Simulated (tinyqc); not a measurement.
Current crowding under a contact, resistor ladder against the transmission-line model: two steps of the calculation.

A metal contact of length d and width W on a thin layer of the same width. The metal has no resistance, the sheet resistance under it equals Rsh, and current enters the layer at the front edge x = 0.

Parameters, values chosen for the exercise: sheet resistance of the semiconductor layer Rsh = 31 ohm/sq; specific contact resistivity rc = 4.3e-8 ohm cm^2; contact length d = 0.32 um; contact width W = 17 um; cells n = 7; current I = 2 mA.

Task 1. Voltages and the share of the current. Cut the contact into n cells of length hc = d/n. Neighbouring cell centres are joined by a = W/(Rsh hc), each centre joins the metal (0 V) by g = W hc/rc, and I enters cell 1 through half a cell: -a v_(i-1) + b_i v_i - a v_(i+1) = I for i = 1 and 0 otherwise, b_i = g + 2 a (g + a at both ends). Rc = v_1/I + 1/(2 a). Cell i passes g v_i to the metal.

a = 11.995968 S
g = 0.18073090 S
b_i, cell 1 to 7 (S): 12.176699  24.172666  24.172666  24.172666  24.172666  24.172666  12.176699

Wanted: v_i; share of the current; Rc of the ladder.

Result 1.

```
cell  v_i (mV)  share of the current (%)
1        1.873                     16.93
2        1.735                     15.67
3        1.622                     14.66
4        1.534                     13.86
5        1.469                     13.28
6        1.427                     12.89
7        1.406                     12.70
```

Rc of the ladder = 0.9782 ohm

The first cell passes 16.9 % of the current and the last 12.7 %; an even spread would give 14.3 % each.

Task 2. The transmission-line result. Transfer length Lt = sqrt(rc/Rsh); front resistance Rc = (Rsh Lt/W) coth(d/Lt); end resistance Re = (Rsh Lt/W)/sinh(d/Lt). v(x) = I (Rsh Lt/W) cosh((d - x)/Lt)/sinh(d/Lt) at the cell centres x = (i - 1/2) d/n.

Give: Lt; Rc; Re; v(x).

Result 2.

Lt = 0.37244 um
Rc = 0.97600 ohm
Re = 0.70096 ohm
v(x), cell 1 to 7 (mV): 1.8723  1.7337  1.6213  1.5333  1.4684  1.4257  1.4046

The ladder's Rc is 0.23 % above this value, with cells 0.12 Lt long.

Numbers from tinyqc (`OMP_NUM_THREADS=1 python tinyqc.py 2760077 2760078 out.jsonl`; about 0.01 s on one thread of a shared Intel Xeon 2.30GHz).
